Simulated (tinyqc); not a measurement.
## Tunnelling through a gate dielectric, WKB transmission and Tsu-Esaki current: dielectrics compared at equal EOT

Electrons leave the emitter at x = 0. Energies E (motion across the layers) are in eV from the emitter Fermi level; the collector Fermi level lies at -V and offers states at every E. No charge in the dielectric and no image force: F1 = V/t1, U = phi1 - F1 x. With C = hbar^2/(2 m0), kappa = sqrt(m (U - E)/C) where U > E and 0 elsewhere; T(E) = exp(-S), S = 2 times the integral of kappa over x.

A single layer of thickness t1 = EOT eps_r/3.9 for each dielectric, at V = 0.7 V. Each layer adds (2/F) sqrt(m/C) [G(u at its left edge) - G(u at its right edge)] to S, with u = U - E (0 where negative) and G(u) = (2/3) u^1.5. J = J0 times the integral of T(E) N(E) dE, N = ln[(1 + exp(-E/Vt))/(1 + exp((-E - V)/Vt))], J0 = q^2 me m0 kB T/(2 pi^2 hbar^3) (times 1e-4 for A/cm^2 per eV), from E = -Ef to far above the barrier (T = 1 there), by quadrature converged to the digits shown.

Parameters, values chosen for the exercise:
- T = 77 K (temperature)
- Ef = 0.1 eV (Fermi energy of the emitter above its band bottom)
- me = 1 m0 (emitter mass in the supply function)
- EOT = 1.2 nm (equivalent oxide thickness)

Constants: q = 1.602176634e-19 C, kB = 1.380649e-23 J/K, hbar = 1.054571817e-34 J s, m0 = 9.1093837015e-31 kg, Vt = kB T/q, hbar^2/(2 m0) = 0.0380998212 eV nm^2. Results are converted to the units shown.

Dielectrics (values chosen for the exercise, close to those of the materials named):
```
	eps_r	phi1 (eV)	m1 (m0)
silicon dioxide	4.08	3.09	0.51
silicon nitride	7.8	2.18	0.49
aluminium oxide	9.19	2.72	0.42
hafnium oxide	21.1	1.47	0.2
zirconium oxide	25.3	1.39	0.26
```

Leakage at equal EOT:
```
	t1 (nm)	S at E = 0	J (A/cm^2)	eps_r sqrt(m1 phi1)
silicon dioxide	1.255	15.20	17.27	5.122
silicon nitride	2.400	23.25	0.004380	8.062
aluminium oxide	2.828	28.88	1.598e-5	9.823
hafnium oxide	6.492	31.35	8.427e-7	11.44
zirconium oxide	7.785	41.28	3.003e-11	15.21
```

What do the numbers show?

From the lowest current to the highest: zirconium oxide, hafnium oxide, aluminium oxide, silicon nitride, silicon dioxide; the span is 11.8 decades. The figure eps_r sqrt(m1 phi1), to which S is proportional at low voltage, gives the same order.

Computed by the program tinyqc: `OMP_NUM_THREADS=1 python tinyqc.py 2540168 2540169 out.jsonl`, one thread of a shared Intel Xeon 2.30GHz, about 0.02 s for the whole run.
